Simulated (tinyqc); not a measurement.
Effective-mass impurity with a central-cell term, in a basis of Slater functions: one step, computed by the program tinyqc. Command: `OMP_NUM_THREADS=1 python tinyqc.py 3015227 3015228 out.jsonl centralcell walk`. One thread of a shared host (Intel(R) Xeon(R) Processor @ 2.30GHz), about 0.01 s of CPU time with the checks.

The envelope obeys H = -nabla^2 - (2/r) [Z + A exp(-kappa r)] in effective units, with kappa = a*/lambda; positive A deepens the well near the core.

Task: Generalised eigenproblem. (T + V + W) c = E S c with c^T S c = 1 and the largest component positive.

Inputs (values chosen for the exercise, with mass and screening modelled on diamond): charge Z of the core = 1.

Impurity: donor, one isotropic band.

kinetic T (Ry*), lower triangle (symmetric):
```
           1         2         3         4
1     0.2116
2  0.4155835  2.033476
3  0.4057588  3.993758  19.54170
4  0.2808969  3.899342  38.38001  187.7958
```

Coulomb V (Ry*), lower triangle (symmetric):
```
            1          2          3          4
1       -0.92
2   -1.194875     -2.852
3  -0.9738726  -3.704114    -8.8412
4  -0.6311431  -3.019005  -11.48275  -27.40772
```

central cell W (Ry*), lower triangle (symmetric):
```
             1           2          3          4
1  -0.01033160
2  -0.03715168  -0.1435996
3  -0.08083930  -0.3524347  -1.088397
4  -0.09610623  -0.4708503  -1.900101  -5.040228
```

overlap S, lower triangle (symmetric):
```
          1         2         3         4
1  1.000000
2  0.633550  1.000000
3  0.199540  0.633550  1.000000
4  0.044560  0.199540  0.633550  1.000000
```

Give: two lowest levels; coefficients of the lowest state; <T>; <W>.

Result:

two lowest levels (Ry*): -1.0504  -0.1146

coefficients of the lowest state: 0.31067  0.79751  -0.04394  0.00485

<T> = 1.2855 Ry*

<W> = -0.089172 Ry*

Caution: the effective Bohr radius is only a few bond lengths, so the envelope approximation is rough.
